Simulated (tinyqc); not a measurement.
Dead time and true rate from two light levels.

Inverse problem. A non-paralysable detector measures m = n/(1 + n td); dark counts are negligible. Find td and the true rate at the lower flux.

measured rates at a photon flux and at four times that flux (1/s): 3.1223629e7  8.5057471e7

Answer. 1/m = 1/n + td, so the difference of the inverse rates is 3/(4 n).

td = 5.000 ns
n = 3.700e7 1/s

Computed by the program tinyqc: `OMP_NUM_THREADS=1 python tinyqc.py 2630042 2630043 out.jsonl`, one thread of a shared Intel Xeon 2.30GHz, about 0.01 s for the whole run.
